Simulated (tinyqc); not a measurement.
## Lossy package transmission line with skin effect: effect of the load resistance

A uniform line in a homogeneous dielectric: c = sqrt(er)/(c0 Z0), l = Z0 sqrt(er)/c0 (c0 = 299792458 m/s), g = w c td, w = 2 pi f. The resistance joins its limits as r = sqrt(r_dc^2 + r_hf^2), with r_dc = rho/(wd th), r_hf = kr rho/(2 delta (wd + th)), delta = sqrt(rho/(pi f mu0)), mu0 = 4 pi 1e-7 H/m; this is an interpolation, and internal inductance, up to 0.05 nH/mm at low frequency, is neglected.

gamma = sqrt((r + i w l)(g + i w c)) = alpha + i beta, Zc = sqrt((r + i w l)/(g + i w c)), roots with positive real part; loss 8.685889638 alpha in dB; phase velocity w/beta. ZL = 1/(1/RL + i w CL); reflection (ZL - Zc)/(ZL + Zc); Zin = Zc (ZL + Zc tanh(gamma len))/(Zc + ZL tanh(gamma len)); H = V_load/V_source = [Zin/(Zin + Rg)]/[cosh(gamma len) + (Zc/ZL) sinh(gamma len)].

Parameters, values chosen for the exercise:
- wd = 24 um (width of the strip)
- th = 17 um (thickness of the strip)
- rho = 2.9 uohm cm (resistivity)
- er = 3 (relative permittivity)
- td = 0 (loss tangent)
- Z0 = 45 ohm (lossless impedance sqrt(l/c))
- kr = 2 (factor for crowding and the return path)
- len = 2 mm (length)
- Rg = 100 ohm (source resistance)
- CL = 100 fF (load capacitance)
- f = 5.3 GHz (frequency)

The same in every row: r (ohm/mm) = 0.6050; r/(w l) = 0.06988; loss (dB/mm) = 0.05835; |Zc| (ohm) = 45.05; phase velocity over c0 = 0.5770; length in wavelengths = 0.06128.

Effect of the load resistance:
```
RL (ohm)	|H| (dB)
10	-20.55
25	-13.94
50	-9.903
75	-8.064
150	-5.839
500	-4.016
10000	-3.221
```

What does the comparison show?

As RL goes from 10 to 10000, the loss stays at 0.0584 dB/mm, |Zc| stays at 45.1 ohm and |H| goes from -20.5 to -3.22 dB, with its highest value among the rows, -3.22 dB, at RL = 10000.

Computed by the program tinyqc: `OMP_NUM_THREADS=1 python tinyqc.py 2810205 2810206 out.jsonl`, one thread of a shared Intel Xeon 2.30GHz, about 0.01 s for the whole run.
